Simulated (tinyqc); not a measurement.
Rotating the field: cyclotron resonance of ellipsoidal valleys, Ge type.

Valleys along [111], [-111], [1-11], [11-1], mass ml along the axis and mt across it. B lies in the (1-10) plane, b = (sin(theta)/sqrt2, sin(theta)/sqrt2, cos(theta)). For the angle phi between B and the axis, 1/mc^2 = cos^2(phi)/mt^2 + sin^2(phi)/(mt ml). Resonance: h nu = 2 muB B/mc, h = 2 pi hbar.

Values chosen for the exercise (out of a larger set: near those of Ge; not measured data):
```
symbol  value                        unit     meaning
ml      1.565                        m0       longitudinal mass
mt      0.082                        m0       transverse mass
ths     (0, 15, 30, 45, 60, 75, 90)  degrees  angles
```

mc against theta; [-111] and [1-11] stay equal in this plane.

Cyclotron masses (m0):
```
theta (degrees)   [111]  [-111]  [11-1]
0                0.1351  0.1351  0.1351
15               0.1048  0.1392  0.2012
30               0.0898  0.1525  0.3337
45               0.0831  0.1788  0.2908
60               0.0823  0.2262  0.1755
75               0.0871  0.3023  0.1237
90               0.0991  0.3582  0.0991
```

What does the comparison show?

All valleys give one line at theta = 0, B along [001], with mc = 0.1351. The [111] valley reaches mt at 54.7 degrees, and [11-1] reaches its largest value sqrt(ml mt) = 0.3582 at 35.3 degrees, where B is perpendicular to it; the listed maximum of that branch is 0.3337. The pair [-111], [1-11] reaches the same value at 90 degrees.

Program tinyqc; command `OMP_NUM_THREADS=1 python tinyqc.py 1252739 1252740 out.jsonl`; about 0.01 s on one thread of a shared Intel(R) Xeon(R) Processor @ 2.30GHz.
